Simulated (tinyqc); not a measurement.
Worked calculation: plane-wave Kohn-Sham cycle with exchange-only LDA in a layered model solid. Computed by tinyqc, a small Python program that keeps every step. Settings: points = 16, plane-wave index or count = 3, electrons = 4, k points = 2, area = 28.0, mixing = 0.5, iteration cap = 68, Kerker q0 = 0.98. Command: `OMP_NUM_THREADS=1 python tinyqc.py 24297 24298 out.jsonl` (the two numbers bound the seeds that draw the settings). One thread of a shared host (Intel(R) Xeon(R) Processor @ 2.60GHz), about 0.07 s of CPU time with the checks. Later iterations appear only in the table of the cycle.

## Iteration 1: potential

A solid whose potential varies along x alone (atomic units):
```
parameter                      value
period a                   14.600000
cross-section of the cell  28.000000
electrons per cell                 4
grid points                       16
plane waves -n..n, n               3
k points                           2
V1 in V1 cos(2 pi x/a)     -0.490000
V2 in V2 cos(4 pi x/a)     -0.200000
```

density at the start, on the grid x_j = j a/N (e/bohr^3): [0.0097847, 0.0097847, 0.0097847, 0.0097847, 0.0097847, 0.0097847, 0.0097847, 0.0097847, 0.0097847, 0.0097847, 0.0097847, 0.0097847, 0.0097847, 0.0097847, 0.0097847, 0.0097847]

V_H(G) = 4 pi rho(G)/G^2 for G != 0 (uniform background); v_x = -(3 rho/pi)^(1/3); V = V_ext + V_H + v_x; Fourier components f(G_m) = (1/N) sum_j f(x_j) exp(-i G_m x_j).

Potentials on the grid (hartree):
```
x            V_ext      V_H       v_x         V
0.00000   -0.69000  0.00000  -0.21062  -0.90062
0.91250   -0.59412  0.00000  -0.21062  -0.80475
1.82500   -0.34648  0.00000  -0.21062  -0.55711
2.73750   -0.04609  0.00000  -0.21062  -0.25672
3.65000    0.20000  0.00000  -0.21062  -0.01062
4.56250    0.32894  0.00000  -0.21062   0.11831
5.47500    0.34648  0.00000  -0.21062   0.13586
6.38750    0.31128  0.00000  -0.21062   0.10066
7.30000    0.29000  0.00000  -0.21062   0.07938
8.21250    0.31128  0.00000  -0.21062   0.10066
9.12500    0.34648  0.00000  -0.21062   0.13586
10.03750   0.32894  0.00000  -0.21062   0.11831
10.95000   0.20000  0.00000  -0.21062  -0.01062
11.86250  -0.04609  0.00000  -0.21062  -0.25672
12.77500  -0.34648  0.00000  -0.21062  -0.55711
13.68750  -0.59412  0.00000  -0.21062  -0.80475
```

V(G_m), m = 0, 1, 2, ... (hartree): [-0.21062, -0.24500, -0.10000, 0.00000, 0.00000, 0.00000, 0.00000]

## Iteration 1: Hamiltonian at one k

k = 0.25000 2 pi / a

H(m,m') = (k + G_m)^2/2 delta + V(G_m - G_m'), with V(-G) = V(G).

H (hartree), order -3, -2, -1, +0, +1, +2, +3:
```
[[0.48969, -0.24500, -0.10000, 0.00000, 0.00000, 0.00000, 0.00000],
 [-0.24500, 0.07297, -0.24500, -0.10000, 0.00000, 0.00000, 0.00000],
 [-0.10000, -0.24500, -0.15853, -0.24500, -0.10000, 0.00000, 0.00000],
 [0.00000, -0.10000, -0.24500, -0.20484, -0.24500, -0.10000, 0.00000],
 [0.00000, 0.00000, -0.10000, -0.24500, -0.06593, -0.24500, -0.10000],
 [0.00000, 0.00000, 0.00000, -0.10000, -0.24500, 0.25818, -0.24500],
 [0.00000, 0.00000, 0.00000, 0.00000, -0.10000, -0.24500, 0.76749]]
```

## Iteration 1: levels at that k

Diagonalise the Hermitian matrix.

eigenvalues (hartree): [-0.67093, -0.24778, 0.06544, 0.19232, 0.34685, 0.60542, 0.86770]

## Iteration 1: new density

Motion across x is left out: the lowest 2 band(s) hold two electrons at each of the k points (j + 1/2)/nk - 1/2. Residual R = rho(out) - rho(in); rho(new) = rho(in) + 0.5 R, with R(G) scaled by G^2/(G^2 + 0.98^2) (Kerker). rho(out) = 2/(a A nk) sum |psi|^2 with psi = sum c exp(i G x). Harris energy E = band energy - dV sum rho (V_H/2 + v_x) + (3/4) dV sum rho v_x with rho(in), dV = a A/N, band energy = (2/nk) sum of the filled levels.

rho(out) (e/bohr^3): [0.0248498, 0.0271166, 0.0239626, 0.0115900, 0.0026142, 0.0003313, 0.0001228, 0.0001011, 0.0000291, 0.0001011, 0.0001228, 0.0003313, 0.0026142, 0.0115900, 0.0239626, 0.0271166]

density after iteration 1 (e/bohr^3): [0.0103188, 0.0117854, 0.0120476, 0.0092775, 0.0079168, 0.0085498, 0.0092271, 0.0095261, 0.0095760, 0.0095261, 0.0092271, 0.0085498, 0.0079168, 0.0092775, 0.0120476, 0.0117854]

energy per cell = -1.6267900 hartree

## Iteration 2: potential

As before.

Potentials on the grid (hartree):
```
x            V_ext       V_H       v_x         V
0.00000   -0.69000   0.09157  -0.21439  -0.81282
0.91250   -0.59412   0.08721  -0.22410  -0.73101
1.82500   -0.34648   0.06315  -0.22575  -0.50908
2.73750   -0.04609   0.01845  -0.20692  -0.23457
3.65000    0.20000  -0.02247  -0.19626  -0.01873
4.56250    0.32894  -0.04569  -0.20136   0.08189
5.47500    0.34648  -0.05591  -0.20654   0.08402
6.38750    0.31128  -0.05997  -0.20875   0.04256
7.30000    0.29000  -0.06109  -0.20912   0.01979
8.21250    0.31128  -0.05997  -0.20875   0.04256
9.12500    0.34648  -0.05591  -0.20654   0.08402
10.03750   0.32894  -0.04569  -0.20136   0.08189
10.95000   0.20000  -0.02247  -0.19626  -0.01873
11.86250  -0.04609   0.01845  -0.20692  -0.23457
12.77500  -0.34648   0.06315  -0.22575  -0.50908
13.68750  -0.59412   0.08721  -0.22410  -0.73101
```

V(G_m), m = 0, 1, 2, ... (hartree): [-0.21018, -0.20893, -0.09458, -0.00007, 0.00123, 0.00084, 0.00013]

## Iteration 2: Hamiltonian at one k

k = 0.25000 2 pi / a

As before.

H (hartree), order -3, -2, -1, +0, +1, +2, +3:
```
[[0.49013, -0.20893, -0.09458, -0.00007, 0.00123, 0.00084, 0.00013],
 [-0.20893, 0.07342, -0.20893, -0.09458, -0.00007, 0.00123, 0.00084],
 [-0.09458, -0.20893, -0.15809, -0.20893, -0.09458, -0.00007, 0.00123],
 [-0.00007, -0.09458, -0.20893, -0.20439, -0.20893, -0.09458, -0.00007],
 [0.00123, -0.00007, -0.09458, -0.20893, -0.06549, -0.20893, -0.09458],
 [0.00084, 0.00123, -0.00007, -0.09458, -0.20893, 0.25862, -0.20893],
 [0.00013, 0.00084, 0.00123, -0.00007, -0.09458, -0.20893, 0.76794]]
```

## Iteration 2: levels at that k

As before.

eigenvalues (hartree): [-0.59960, -0.20661, 0.05674, 0.16124, 0.32692, 0.57903, 0.84440]

## Iteration 2: new density

As before.

rho(out) (e/bohr^3): [0.0243024, 0.0264117, 0.0236103, 0.0120430, 0.0031434, 0.0005453, 0.0002074, 0.0001390, 0.0000534, 0.0001390, 0.0002074, 0.0005453, 0.0031434, 0.0120430, 0.0236103, 0.0264117]

density after iteration 2 (e/bohr^3): [0.0111485, 0.0133265, 0.0136286, 0.0091642, 0.0066964, 0.0074911, 0.0086064, 0.0091572, 0.0092666, 0.0091572, 0.0086064, 0.0074911, 0.0066964, 0.0091642, 0.0136286, 0.0133265]

energy per cell = -1.4132486 hartree

## Convergence

Stop when sqrt(dV sum R^2) is below 1e-8, dV = a A/N.

Course of the cycle:
```
iteration  E (hartree)  norm of the residual
1           -1.6267900              2.25e-01
2           -1.4132486              1.96e-01
3           -1.2434873              1.71e-01
4           -1.1119767              1.47e-01
5           -1.0160578              1.18e-01
6           -0.9591746              7.56e-02
7           -0.9409059              4.55e-02
8           -0.9366750              3.47e-02
9           -0.9346139              2.57e-02
10          -0.9334669              1.88e-02
11          -0.9328294              1.38e-02
...                ...                   ...
51          -0.9320394              1.48e-07
52          -0.9320394              1.12e-07
53          -0.9320394              8.42e-08
54          -0.9320394              6.35e-08
55          -0.9320394              4.79e-08
56          -0.9320394              3.61e-08
57          -0.9320394              2.72e-08
58          -0.9320394              2.06e-08
59          -0.9320394              1.55e-08
60          -0.9320394              1.17e-08
61          -0.9320394              8.82e-09
```

Converged in 61 iterations. Before convergence this energy mixes input and output and is not variational, so it may rise towards its limit.
